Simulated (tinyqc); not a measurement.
Doping and barrier from two capacitances.

Question. A Schottky diode on a uniformly doped n-type layer obeys (A/C)^2 = 2 (Vbi - V - Vt)/(q eps0 eps_r Nd) in reverse bias, with phiB = Vbi + Vt ln(Nc/Nd) and image force ignored. Find Nd, Vbi and phiB.

Values chosen for this exercise; band and dielectric values close to those of gallium nitride:
```
symbol    value   unit                                 meaning
T           450      K                             temperature
eps_r      9.35                          relative permittivity
Nc      4.24e18  cm^-3  conduction-band density of states at T
A       0.00027   cm^2                              diode area
```

Constants: q = 1.602176634e-19 C, kB = 1.380649e-23 J/K, Vt = kB T/q, eps0 = 8.8541878128e-14 F/cm where lengths are in cm. Results are converted to the units shown.

C at V = -0.9 and -6 V (pF): [31.196880, 17.353420]

Answer. The slope of (A/C)^2 against -V gives Nd, the intercept Vbi - Vt, and the Fermi-level depth Vt ln(Nc/Nd) is added for the barrier.

Nd = 4.600e17 cm^-3
Vbi = 1.424 V
phiB = 1.510 eV

Program tinyqc, `OMP_NUM_THREADS=1 python tinyqc.py 2020076 2020077 out.jsonl`; Intel Xeon 2.30GHz, shared host, one thread, about 0.03 s.
